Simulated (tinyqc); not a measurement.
Mesh against broadening: interband optics of a two-band s-p chain from momentum matrix elements.

H(k) = [[Es - 2 ts cos ka, 2i V sin ka], [-2i V sin ka, Ep_ + 2 tp cos ka]] in the basis s, p; the lower band is full, with two electrons a cell. The velocity operator times hbar is W = dH/dk (eV angstrom); intra-atomic dipoles are left out.

With w(k) = |<c|W|v>|^2 and D(k) = Ec - Ev, on the mesh k_j = (j + 1/2)/N (2 pi/a): eps(E) = 1 + (8 pi e2/(a Ar)) mean_j (w/D^2) [1/(D - E - i eta) + 1/(D + E + i eta)], e2 = e^2/(4 pi eps0); light polarised along the chains, no local fields.

Constants: e^2/(4 pi eps0) = 14.39964547 eV angstrom.

Values chosen for the exercise:
```
symbol  value  unit        meaning
a       3.07   angstrom    period
Es      2.47   eV          upper orbital (s)
Ep_     -2.03  eV          lower orbital (p)
ts      0.49   eV          s-s hopping
tp      0.44   eV          p-p hopping
V       1.02   eV          s-p hopping
Ar      8.6    angstrom^2  cross-section per chain
E       4.69   eV          photon energy
```

eps2 at E for three widths, and eps(0) at eta = 0; the last row is the mesh of 2000 points.

Convergence:
```
N     eta = 0.03 eV  eta = 0.1 eV  eta = 0.3 eV  eps(0)
4             0.300         0.952         2.024  2.8269
8             0.126         0.420         1.217  6.5095
16            0.191         0.587         1.417  8.0775
32            0.310         0.795         1.521  8.1295
64            0.596         0.756         1.498  8.1295
128           0.368         0.725         1.498  8.1295
2000          0.425         0.725         1.498  8.1295
```

The first N from which eps2 stays within 2 % of the last row is above 128 for eta = 0.03, 128 for 0.1 and 32 for 0.3 eV; for eps(0) and 0.1 % it is 32. E lies inside the range of transitions, so as a rule the spacing of D between mesh points must fall below eta (less so where the weight w is small at E).

Program tinyqc; command `OMP_NUM_THREADS=1 python tinyqc.py 1650898 1650899 out.jsonl`; about 0.01 s on one thread of a shared Intel(R) Xeon(R) Processor @ 2.30GHz.
